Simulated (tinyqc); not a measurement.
Worked calculation: current of a Schottky diode by thermionic-emission-diffusion theory, and its read-back from I-V-T and C-V data. Computed by tinyqc, a small Python program that keeps every step. Command: `OMP_NUM_THREADS=1 python tinyqc.py 3022141 3022142 out.jsonl schottky walk`. One thread of a shared host (Intel(R) Xeon(R) Processor @ 2.30GHz), about 0.01 s of CPU time with the checks. Intermediate numbers are printed to about 6 digits and carried at full precision; extremes and crossings named in words are read from the listed rows.

Full ionisation, no tunnelling, no recombination current. V is the voltage across the junction itself, forward positive.

Inputs (values chosen for the exercise, modelled on n-type GaN):

| quantity | value | unit |
|---|---|---|
| Richardson constant A* | 25.4 | A/(cm^2 K^2) |
| effective density of states at 300 K, N_c | 2.2e+18 | 1/cm^3 |
| permittivity eps | 9.7 | - |
| mobility mu | 780 | cm^2/(V s) |
| barrier without image force phi_0 | 0.874 | eV |
| doping N | 4.5e+16 | 1/cm^3 |
| series resistance R_s | 0.83 | milliohm cm^2 |
| junction voltage V | 0.38 | V |
| temperature T | 250 | K |

Barrier: uniform.

Constants: k_B = 8.617333262e-05 eV/K; e = 1.602176634e-19 C; eps_0 = 8.8541878128e-12 F/m.

## Barrier at the given bias

N_c(T) = N_c (T/300 K)^(3/2); V_bi = phi_0 - (k_B T/e) ln(N_c(T)/N); surface field F = sqrt(2 e N (V_bi - V - k_B T/e)/(eps eps_0)); image lowering d_phi = sqrt(e F/(4 pi eps eps_0)); effective barrier phi = phi_0 - d_phi.

built-in voltage V_bi = 0.796098 V

surface field F = 81.3898 kV/cm

image lowering = 34.7596 meV

effective barrier phi = 0.839240 eV

## Current

Collection velocity v_R = A* T^2/(e N_c(T)); diffusion velocity v_D = mu F; J = e N_c(T) v_R/(1 + v_R/v_D) exp(-phi/k_B T) [exp(e V/k_B T) - 1]. Terminal voltage V + J R_s.

v_R = 5.92042e+06 cm/s

v_D = 6.34840e+07 cm/s

current density J = 8.01885e-04 A/cm^2

terminal voltage = 0.380001 V

v_D/v_R = 10.7: emission over the barrier limits the current.

## Read-back from the I-V curve

Ideality n = (e/k_B T)/(d ln J/dV) by a central difference of +/- 1 mV; J_0 = J exp(-e V/(n k_B T)); apparent barrier phi_IV = k_B T ln(A* T^2/J_0); a C-V plot gives phi_CV = phi_0, the mean without lowering.

ideality factor n = 1.02496

extrapolated J_0 = 2.69282e-11 A/cm^2

apparent barrier phi_IV = 0.831907 eV

phi_CV - phi_IV = 42.0931 meV

n exceeds 1 because forward bias lowers the field, which weakens the image lowering.

## Temperature series and Richardson plot

A least-squares line of ln(J_0/T^2) against 1/(k_B T) gives a barrier (minus the slope) and a Richardson constant (exp of the intercept).

At the same junction voltage:

| T (K) | 1/k_B T (1/eV) | n | J_0 (A/cm^2) | phi_IV (eV) | ln(J_0/T^2) |
|---|---|---|---|---|---|
| 200 | 58.0226 | 1.02306 | 1.13492e-15 | 0.831462 | -45.0088 |
| 250 | 46.4181 | 1.02496 | 2.69282e-11 | 0.831907 | -35.3808 |
| 300 | 38.6817 | 1.02732 | 2.37832e-08 | 0.832346 | -28.9619 |
| 350 | 33.1558 | 1.03026 | 3.17602e-06 | 0.832751 | -24.3757 |
| 400 | 29.0113 | 1.03397 | 1.29604e-04 | 0.833079 | -20.9340 |
| 450 | 25.7878 | 1.03873 | 2.39359e-03 | 0.833270 | -18.2535 |

barrier from the Richardson plot = 0.829945 eV

Richardson constant from the plot = 23.2071 A/(cm^2 K^2)

From 200 to 450 K n goes from 1.023 to 1.039 and phi_IV from 0.831 to 0.833 eV. The plot returns 0.830 eV against phi_0 = 0.874 and a constant 0.914 times the true A*.

## Forward curve with series resistance

Terminal voltage V + J R_s; apparent ideality from neighbouring rows, (e/k_B T) dV_terminal/d ln J.

Forward curve; the last column belongs to the interval up to the next row:

| V (V) | J (A/cm^2) | terminal voltage (V) | apparent n |
|---|---|---|---|
| 0.188 | 1.29785e-07 | 0.18800 | 1.0189 |
| 0.261 | 3.61000e-06 | 0.26100 | 1.0214 |
| 0.335 | 1.04251e-04 | 0.33500 | 1.0246 |
| 0.408 | 2.84710e-03 | 0.40800 | 1.0300 |
| 0.481 | 7.66281e-02 | 0.48106 | 1.0590 |
| 0.554 | 2.01672e+00 | 0.55567 | 1.6332 |
| 0.627 | 5.10204e+01 | 0.66935 | 14.8981 |
| 0.700 | 1.17656e+03 | 1.67654 | - |

The resistance takes over where J R_s exceeds k_B T/e, at J = 26.0 A/cm^2; the apparent ideality climbs from 1.02 to 14.9, so barrier and n must be read below that current.

Checks made by the program: v_D = mu F against the drift-diffusion integral over the parabolic barrier, a ratio 2 y Dawson(y) with y^2 = (V_bi - V)/(k_B T/e) - 1 (relative difference 3e-02).
